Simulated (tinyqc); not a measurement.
Inside a calculation: strain-driven crossing of the Gamma and L valleys in a germanium-like crystal alloyed with tin. Values are carried at full precision from step to step, so a last printed digit may differ when a step is redone from the rounded ones.

With tin the unstrained gaps become E(y) = (1 - y) E + y EgS - CS y (1 - y); all other values are kept.
Constants: kB = 8.617333262e-05 eV/K; hc = 1239.841984 eV nm.

Parameters, chosen for this exercise (near those of Ge, gaps at low temperature; not measured data):
```
symbol  value            unit  meaning
Eg      0.89             eV    gap at Gamma to the s-like level
EgL     0.743            eV    gap to L
EgS     (-0.385, 0.139)  eV    Gamma and L gaps of the tin end
CS      (2.8, 0.84)      eV    bowing of the Gamma and L gaps
y       0.017                  tin fraction
C11     126.2            GPa
C12     47.5             GPa
C44     65.6             GPa
load    biaxial (111)          kind of strain
e0      0.0172                 size of the strain
Dso     0.287            eV    spin-orbit splitting
ac      -8.34            eV    conduction deformation potential
av      1.26             eV    valence hydrostatic potential
b       -2.59            eV    tetragonal shear potential
d       -5.24            eV    trigonal shear potential
aL      -1.42            eV    hydrostatic potential of the L edge, Xd + Xu/3
XuL     16.44            eV    uniaxial potential, L
mG      0.0398           m0    mass at Gamma
mL      0.556            m0    density-of-states mass of the four L valleys together
T       300              K     temperature
```

## Gaps of the unstrained alloy

Give both gaps, their difference, and the y at which they cross (the root of a quadratic between 0 and 0.3).

Gamma and L gaps (eV): 0.8215  0.7187

Gamma - L = 0.1028 eV
crossing y = 0.0584

Without strain the alloy is indirect.

## The strain tensor for a biaxial (111) load

Biaxial loads: e0 is the in-plane strain e_par and the normal is free. (001): e_perp = -2 (C12/C11) e_par; exx = eyy = e_par, ezz = e_perp, no shear. (111): e_perp = -(2 C11 + 4 C12 - 4 C44)/(C11 + 2 C12 + 4 C44) e_par; exx = eyy = ezz = (2 e_par + e_perp)/3 and exy = eyz = ezx = (e_perp - e_par)/3. (110): e_perp = -(C11 + 3 C12 - 2 C44)/(C11 + C12 + 2 C44) e_par; exx = eyy = (e_par + e_perp)/2, ezz = e_par, exy = (e_perp - e_par)/2, eyz = ezx = 0. Uniaxial loads: a stress along n, scaled so that n.e.n = e0, with exx = s11 sxx + s12 (syy + szz), exy = s44 sxy/2, s11 = (C11 + C12)/((C11 - C12)(C11 + 2 C12)), s12 = -C12/((C11 - C12)(C11 + 2 C12)), s44 = 1/C44.

Form the tensor and its trace.

strain tensor in the cubic axes:
```
           x          y          z
x   0.009333  -0.007867  -0.007867
y  -0.007867   0.009333  -0.007867
z  -0.007867  -0.007867   0.009333
```

tr(e) = 0.027998

## Band edges

Edges from the unstrained valence top: Gamma at Eg + ac tr(e); an L valley with unit axis u at EgL + aL tr(e) + XuL (u.e.u - tr(e)/3), u along [111], [1-1-1], [-11-1], [-1-11]; valence edges are the levels of the 6 x 6 matrix of X, Y, Z times spin with -Dso/3 + l exx + m (eyy + ezz) on the diagonal (cyclic), n exy off it, l = av + 2 b, m = av - b, n = sqrt(3) d. Spin-orbit term (Dso/3) L.sigma on X, Y, Z with (L_k)_ij = -i epsilon_kij: <X+|H|Y+> = -i Dso/3, <X+|H|Z-> = Dso/3, <Y+|H|Z-> = -i Dso/3, <Z+|H|X-> = -Dso/3, <Z+|H|Y-> = i Dso/3, <X-|H|Y-> = i Dso/3, and their conjugates; + and - are the spin along z.

Give the edges and the direct and indirect gaps from the top valence edge.

Gamma edge = 0.5880 eV

L edges (eV): [111] 0.4203, [1-1-1] 0.7652, [-11-1] 0.7652, [-1-11] 0.7652

valence edges from the top (eV): 0.1332  -0.0361  -0.2782

direct and indirect gap (eV): 0.4549  0.2871

The gap is indirect: Gamma lies 168 meV above the lowest L valley. The top two valence edges are 169 meV apart.

## Electrons in the Gamma valley

Non-degenerate, parabolic: share = mG^(3/2)/(mG^(3/2) + (mL^(3/2)/4) sum_i exp(-(E_Li - E_Gamma)/kT)). Also the offset at which four equal L valleys hold half of the electrons, kT ln((mL/mG)^(3/2)), and the wavelength hc/E of the direct gap.

(mL/mG)^(3/2) = 52.21
share in Gamma = 0.0116 %
offset for an even split = 102.3 meV
wavelength = 2726 nm

With the L valleys as they lie here, Gamma must be 66 meV below the lowest of them to hold half of the electrons at 300 K; it lies 168 meV above. A direct gap alone is not enough.

Program tinyqc; command `OMP_NUM_THREADS=1 python tinyqc.py 1051491 1051492 out.jsonl`; about 0.01 s on one thread of a shared Intel(R) Xeon(R) Processor @ 2.30GHz.
